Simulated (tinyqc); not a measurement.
Inside a calculation. Method: Hubbard ring of 4 sites. One step of it, computed by the program tinyqc.

Problem. Mean-field iteration 2. H(up) = T + U n(down), H(down) = T + U n(up); fill the lowest levels; n(new) = n + mixing (n(out) - n); E = tr T (rho up + rho down) + U sum n_up n_down of the output.

one-body matrix (hopping and site energies) (eV):
```
           1          2          3          4
1   0.000000  -1.290000   0.000000  -1.290000
2  -1.290000   0.000000  -1.290000   0.000000
3   0.000000  -1.290000   0.000000  -1.290000
4  -1.290000   0.000000  -1.290000   0.000000
```

U = 2.400000 eV

electrons, up and down: 2  2

mixing = 1

n(up) after iteration 1: 1 0.750000, 2 0.250000, 3 0.750000, 4 0.250000

n(down) after iteration 1: 1 0.750000, 2 0.250000, 3 0.750000, 4 0.250000

Give: levels, up; levels, down; energy; n(up) after iteration 2; n(down) after iteration 2.

Solution.

levels, up (eV): -1.449  0.600  1.800  3.849

levels, down (eV): -1.449  0.600  1.800  3.849

energy = -1.723 eV

n(up) after iteration 2: 1 0.193, 2 0.807, 3 0.193, 4 0.807

n(down) after iteration 2: 1 0.193, 2 0.807, 3 0.193, 4 0.807
